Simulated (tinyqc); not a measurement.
# Size effects in the resistivity of thin metal films and interconnect lines, step by step

A worked calculation. Computed by tinyqc, a small Python program that keeps every step. Command: `OMP_NUM_THREADS=1 python tinyqc.py 3005882 3005883 out.jsonl size walk`. One thread of a shared host (Intel(R) Xeon(R) Processor @ 2.30GHz), about 0.01 s of CPU time with the checks. Intermediate numbers are printed to about 7 digits and carried at full precision; extremes and crossings named in words are read from the listed rows.

Electrons lose their drift at surfaces (a share 1 - p of the hits) and at grain boundaries (reflection R), besides bulk scattering. The line sits in a trench with a non-conducting liner on both walls and the bottom; the spacing equals the drawn width.

Inputs (values chosen for the exercise, modelled on gold):

| quantity | value | unit |
|---|---|---|
| bulk resistivity rho_b | 2.19 | microohm cm |
| bulk mean free path lambda | 39.1 | nm |
| specularity p | 0 | - |
| grain-boundary reflection R | 0.35 | - |
| drawn line width w | 6.6 | nm |
| grain size over metal width | 0.72 | - |
| aspect ratio (height over width) | 2 | - |
| liner thickness t | 0.5 | nm |
| line length | 250 | micrometre |
| permittivity of the dielectric k | 3.4 | - |
| competitor: rho_b relative to this metal | 2 | - |
| competitor: lambda relative to this metal | 0.33 | - |
| competitor: liner relative to t | 0 | - |

Geometry: line.

Constants: eps_0 = 8.8541878128e-12 F/m.

## Metal cross-section

Metal width w_m = w - 2t, height h_m = (aspect ratio) w - t, grain size D = (ratio) w_m.

metal width w_m = 5.6 nm

metal height h_m = 12.7 nm

grain size D = 4.032 nm

share of the trench filled by metal = 81.63453 %

## Grain boundaries

Mayadas-Shatzkes: alpha = (lambda/D) R/(1 - R); rho_b/rho = 1 - 3 alpha/2 + 3 alpha^2 - 3 alpha^3 ln(1 + 1/alpha).

alpha = 5.221688

rho/rho_b from grains = 8.022832

The linear estimate 1 + 3 alpha/2 gives 8.833, 10 % high; at large alpha the slope is 4/3.

## Surfaces

Fuchs-Sondheimer film: rho_b/rho = 1 - (3/(2 kappa))(1 - p) int_0^1 (s - s^3)(1 - exp(-kappa/s))/(1 - p exp(-kappa/s)) ds, f = rho/rho_b, kappa = thickness/lambda, 80 Gauss-Legendre points. Line: the excess of a film of thickness w_m and of a film of thickness h_m are added, rho/rho_b = 1 + (f(w_m) - 1) + (f(h_m) - 1), an estimate that holds best when both sides exceed lambda.

kappa = w_m/lambda = 0.1432225

f(w_m) = 3.792316

f(h_m) = 2.364696

rho/rho_b from surfaces = 5.157013

Caution: for lines much narrower than lambda adding the two film terms and the grain term underestimates the resistivity.

## Resistance and delay

Total: rho = rho_b [1 + surface excess + grain excess]; resistance per length rho/(w_m h_m); capacitance per length C = 2 k eps_0 (aspect ratio + 1/2), a parallel-plate estimate for two neighbours plus a fixed term for the planes above and below; delay 0.38 R C L^2; effective resistivity per drawn area.

resistivity rho = 26.67386 microohm cm

resistance per length = 3750.543 ohm/micrometre

capacitance per length = 0.1505212 fF/micrometre

RC delay = 13407.73 ps

effective resistivity per drawn area = 32.67473 microohm cm

Of the factor 14.92 over bulk, scattering gives 12.18 and the liner 1.22; within scattering, grain boundaries outweigh surfaces (7.02 against 4.16, grains first).

## A short-path metal as competitor

w_m = w - 2t, h_m = (aspect ratio) w - t, D = (ratio) w_m; rho = rho_b [1 + surface excess + grain excess]. Effective resistivity rho (aspect ratio) w^2/(w_m h_m) for the metal with its liner, for the same metal without liner, and for a competitor with its own rho_b, lambda and liner, and for that competitor with the liner t; p, R, aspect and grain ratios are the same.

Effective resistivity (microohm cm):

| w (nm) | this metal | without liner | competitor | competitor, liner t |
|---|---|---|---|---|
| 200 | 2.93100 | 2.90938 | 4.85387 | 4.88656 |
| 100 | 3.70212 | 3.64241 | 5.32765 | 5.40382 |
| 50 | 5.31672 | 5.12986 | 6.28461 | 6.48177 |
| 30 | 7.56510 | 7.10157 | 7.58096 | 8.01431 |
| 20 | 10.50682 | 9.52016 | 9.21714 | 10.07280 |
| 14 | 14.52470 | 12.55957 | 11.32145 | 12.94092 |
| 10 | 20.36982 | 16.51648 | 14.10533 | 17.16440 |
| 7 | 30.42383 | 22.30478 | 18.21843 | 24.46754 |
| 5 | 46.93353 | 29.83398 | 23.59240 | 36.44998 |

The competitor wins below a width between 30.0 and 20.0 nm. In narrow lines rho scales as rho_b lambda/w, and the product rho_b lambda of the competitor is 0.66 times this metal's. At the narrowest width the liner costs this metal a factor 1.57. With the same liner the competitor wins below a width between 30.0 and 20.0 nm; at the narrowest width the thinner liner lowers it from 36.4 to 23.6. Rows with w - 2t below lambda stretch the additive estimate. Metal widths below about 5 nm are outside this semiclassical model.

Checks made by the program: grain-boundary formula against its angular integral 3 int_0^1 c^3/(c + alpha) dc (relative difference below 1e-10).
